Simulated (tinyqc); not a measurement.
# Disorder and hopping from G and Sigma

Question. In a semi-elliptic band with self-consistent Born disorder, Sigma = D G and G = 1/(z - (t^2 + D) G), z = E + i eta. Find D and t.

Values chosen for this exercise: bare broadening eta = 0.001 eV; energy from the band centre E = 0.287 eV.

G = 0.08589469-0.76873821i 1/eV
Im Sigma = -0.51505460 eV

Solution. D = Im Sigma/Im G, and t^2 + D = (z - 1/G)/G.

D = 0.670 eV^2
t = 1.00 eV

tinyqc, about 0.01 s, one thread, Intel Xeon 2.30GHz (shared host): `OMP_NUM_THREADS=1 python tinyqc.py 2720044 2720045 out.jsonl`
